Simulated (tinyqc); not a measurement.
Stretching all distances: RHF, UHF, MP2, CISD and CCSD against full CI in the 6-311g basis, for H2, spin multiplicity 1. Computed by the program tinyqc with PySCF. 

Geometry (angstrom):
```
atom       x       y       z
H     0.0000  0.0000  0.0000
H     0.0000  0.0000  0.6710
```

All coordinates are multiplied by the scale. c0^2 is the weight of the RHF determinant in the lowest singlet FCI state (UHF is spin-contaminated and may lie near states of higher spin) and n(LUMO) the first natural occupation beyond the occupied space.

Full CI energy (hartree) and errors against it (kcal/mol):
```
scale   distance 1-2 (angstrom)     E(FCI)      RHF      UHF      MP2    CISD    CCSD  <S^2> UHF    c0^2  n(LUMO)
0.8600                   0.5771  -1.126478  14.3978  14.3978   3.7936  0.0000  0.0000     0.0000  0.9896   0.0145
1.0400                   0.6978  -1.151857  15.4957  15.4957   4.4659  0.0000  0.0000     0.0000  0.9864   0.0219
1.2100                   0.8119  -1.151197  16.9851  16.9851   5.3645  0.0000  0.0000     0.0000  0.9819   0.0314
1.3900                   0.9327  -1.138847  19.0866  19.0866   6.6191  0.0000  0.0000     0.0000  0.9752   0.0451
1.5600                   1.0468  -1.122540  21.5661  21.5661   8.1031  0.0000  0.0000     0.0000  0.9667   0.0623
1.7400                   1.1675  -1.103841  24.7065  24.7065  10.0073  0.0000  0.0000     0.0000  0.9546   0.0864
1.9100                   1.2816  -1.086561  28.1574  26.5440  12.1369  0.0000  0.0000     0.2424  0.9398   0.1155
2.0900                   1.4024  -1.069704  32.3249  25.1987  14.7520  0.0000  0.0000     0.4673  0.9200   0.1540
```

UHF parts from RHF first at scale 1.91 of those listed, where <S^2> leaves zero. The weight c0^2 goes from 0.99 to 0.92 and n(LUMO) from 0.01 to 0.15: static correlation grows as the bonds break into open-shell fragments. The spread of the error along the curve, which distorts its shape, is CISD 0.0, CCSD 0.0, MP2 11.0, UHF 12.1, RHF 17.9 kcal/mol. With two electrons CISD and CCSD are exact.
